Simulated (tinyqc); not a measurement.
Raising U: Hubbard chain of 3 sites, mean field against exact. Computed by the program tinyqc. Command: `OMP_NUM_THREADS=1 python tinyqc.py 114583 114584 out.jsonl`; one thread of a shared host (Intel(R) Xeon(R) Processor @ 2.60GHz), about 4 s.

one-body matrix (hopping and site energies) (eV):
```
         1        2        3
1   0.0000  -0.8200   0.0000
2  -0.8200   0.0000  -0.8200
3   0.0000  -0.8200   0.0000
```

electrons, up and down: 2  1

Collinear unrestricted mean field (the lowest of 40 random starts) against exact diagonalisation.

Exact and mean-field results (eV):
```
U          U/t   E exact  E mean field  mean |n_up - n_down|  double occupancy, exact  first gap in the sector
0.410    0.500  -2.07521      -2.06567                 0.367                    0.188                    1.103
0.820    1.000  -1.85611      -1.81908                 0.413                    0.168                    1.036
1.640    2.000  -1.49247      -1.36667                 0.556                    0.129                    0.892
2.460    3.000  -1.21799      -1.01911                 0.729                    0.096                    0.758
3.280    4.000  -1.01358      -0.79106                 0.837                    0.072                    0.645
4.920    6.000  -0.74352      -0.53864                 0.926                    0.042                    0.484
6.560    8.000  -0.58032      -0.40670                 0.958                    0.026                    0.381
9.840   12.000  -0.39914      -0.27237                 0.981                    0.013                    0.264
16.400  20.000  -0.24358      -0.16379                 0.993                 4.85e-03                    0.162
```

In absolute terms mean field is worst at U/t = 4.0, 0.223 eV too high: at small U it is nearly exact, and at large U it misses only exchange-scale energies. Relative to the exact energy its error is 0.5 % at the smallest U, 33 % at most and 33 % at the largest. The double occupancy falls from 0.188 to 0.005; at the largest U the first gap is 0.99 times the exchange scale 4t^2/U.
